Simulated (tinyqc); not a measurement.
Angle series: uniform film or islands? Model: X-ray photoelectron analysis of a thin oxide on a semiconductor: attenuation lengths, thickness, angle series and band offsets. Computed by tinyqc, a small Python program. Command: `OMP_NUM_THREADS=1 python tinyqc.py 3112534 3112535 out.jsonl xps walk`. One thread of a shared host (Intel(R) Xeon(R) Processor @ 2.30GHz), about 0.01 s of CPU time with the checks.

The same element is seen in the oxide and in the substrate, at nearly the same kinetic energy; films are flat and uniform, and the work function is ignored.

Inputs (values chosen for the exercise, modelled on SiO2 on silicon):

| quantity | value | unit |
|---|---|---|
| photon energy | 1486.6 | eV |
| binding energy of the core level | 99.4 | eV |
| oxide density | 2.19 | g/cm^3 |
| oxide formula mass | 60.08 | g/mol |
| valence electrons per oxide formula | 16 | - |
| oxide gap | 8.97 | eV |
| substrate density | 2.33 | g/cm^3 |
| substrate formula mass | 28.09 | g/mol |
| valence electrons per substrate formula | 4 | - |
| substrate gap | 1.12 | eV |
| oxide thickness d | 0.51 | nm |
| emission angle from the normal | 30 | degrees |
| attenuation length over inelastic mean free path | 0.95 | - |
| carbon overlayer | 0.037 | nm |

Method:
- TPP-2M: lambda = E/(E_p^2 [b ln(c E) - C/E + D/E^2]) in angstrom, E_p = 28.8 sqrt(N_v rho/M), b = -0.10 + 0.944/sqrt(E_p^2 + E_g^2) + 0.069 rho^0.1, c = 0.191/sqrt(rho), U = N_v rho/M, C = 1.97 - 0.91 U, D = 53.4 - 20.8 U, with E = photon energy less binding energy in eV.
- Attenuation length L = factor x lambda.
- R_0 = (rho_o/M_o) L_o/((rho_s/M_s) L_s); peak ratio R = I_ox/I_sub = R_0 [exp(d/(L_o cos theta)) - 1]; hence d = L_o cos theta ln(1 + R/R_0). A carbon layer weakens both peaks alike, by exp(-d_C/(L_o cos theta)) if its L is taken equal to L_o. This R_0 leaves out intrinsic losses from the substrate peak, so calibrated values can be larger.
- Islands: half of the surface carries 2 d and half none, R = R_0 (1/2)(1 - t)/(1/2 + t/2) with t = exp(-2 d/(L_o cos theta)); the apparent thickness is read with the uniform formula.

R_0 = 0.554726

L in the oxide = 3.70525 nm

Against the angle:

| theta (degrees) | R, uniform | R, islands | apparent d, islands (nm) |
|---|---|---|---|
| 0 | 0.08186 | 0.07588 | 0.47501 |
| 20 | 0.08751 | 0.08068 | 0.47278 |
| 35 | 0.10150 | 0.09234 | 0.46735 |
| 45 | 0.11921 | 0.10664 | 0.46067 |
| 55 | 0.15045 | 0.13062 | 0.44939 |
| 65 | 0.21356 | 0.17454 | 0.42838 |
| 75 | 0.38942 | 0.27002 | 0.38034 |

A uniform film gives d = 0.51 nm at every angle. The island film of the same volume reads 0.475 nm at normal emission and 0.380 nm at 75 degrees; its ratio cannot pass R_0, since the bare half always shows the substrate.

Extremes, crossings and ranges named in words are read from the listed rows.
